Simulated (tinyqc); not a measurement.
Double-gate transistor below threshold, two-dimensional Poisson equation on a small mesh: two steps of the calculation.

Half of a symmetric double-gate structure: row 0 is the mid-plane of the body, where the normal field vanishes. Mobile charge is neglected (subthreshold), the body is fully depleted, and potentials are counted from the intrinsic level; rows run upward to the gate, columns from source to drain.

Values chosen for this exercise; semiconductor permittivity close to that of In0.53Ga0.47As: relative permittivity of the semiconductor eps_r = 13.8; relative permittivity of the insulator eox = 3.9; half the body thickness tb = 5 nm; insulator thickness tox = 1.3 nm; channel length L = 25 nm; acceptor density of the depleted body Na = 0 cm^-3.

Constants: q = 1.602176634e-19 C, eps0 = 8.8541878128e-14 F/cm where lengths are in cm. Results are converted to the units shown.

Task 1. Coefficients of the five-point equations. Mesh: rows i = 0..1 in the semiconductor (step hs = tb/1, row 1 on the interface), then 1 step(s) ho = tox/1 up to the gate row 2; columns j = 0..4 (step hy = L/4). Box integration, divided by eps0: up_i = eps hy/h of the interval above row i, dn_i = that of the interval below (0 for row 0), lat_i = (sum of eps h/2 over the intervals above and below)/hy, s_i = -q Na w_i hy/eps0 with w_i the semiconductor height of the box (hs/2 for row 0 and the interface row, hs between, 0 in the insulator). Each free node obeys (up + dn + 2 lat) psi = up psi(above) + dn psi(below) + lat [psi(left) + psi(right)] + s.

Wanted: up; dn; lat; s.

Result 1.

```
row,up,dn,lat,s (V)
0,17.250,0,5.5200,0
1,18.750,17.250,5.9256,0
```

Task 2. Over-relaxation sweep (omega = 1.2). Free nodes: rows 0..1, columns 1..3, taken row by row from row 0, left to right. t = (up psi(above) + dn psi(below) + lat [psi(left) + psi(right)] + s)/(up + dn + 2 lat), with the newest neighbours; psi(new) = psi + 1.2 (t - psi).

psi after iteration 1 (V):
```
,j=0,j=1,j=2,j=3,j=4
row 0,0.5000000,0.6250000,0.7500000,0.8750000,1.0000000
row 1,0.5000000,0.3217161,0.3428719,0.3936647,1.0000000
row 2,-0.0200000,-0.0200000,-0.0200000,-0.0200000,-0.0200000
```

```
row,up,dn,lat,s (V)
0,17.25,0,5.52,0
1,18.75,17.25,5.9256000,0
```

Give: psi after iteration 2.

Result 2.

psi after iteration 2 (V):
```
,j=0,j=1,j=2,j=3,j=4
row 0,0.5000,0.4031,0.4001,0.4409,1.0000
row 1,0.5000,0.2259,0.1872,0.2790,1.0000
row 2,-0.0200,-0.0200,-0.0200,-0.0200,-0.0200
```

Program tinyqc, `OMP_NUM_THREADS=1 python tinyqc.py 2480116 2480117 out.jsonl`; Intel Xeon 2.30GHz, shared host, one thread, about 0.1 s.
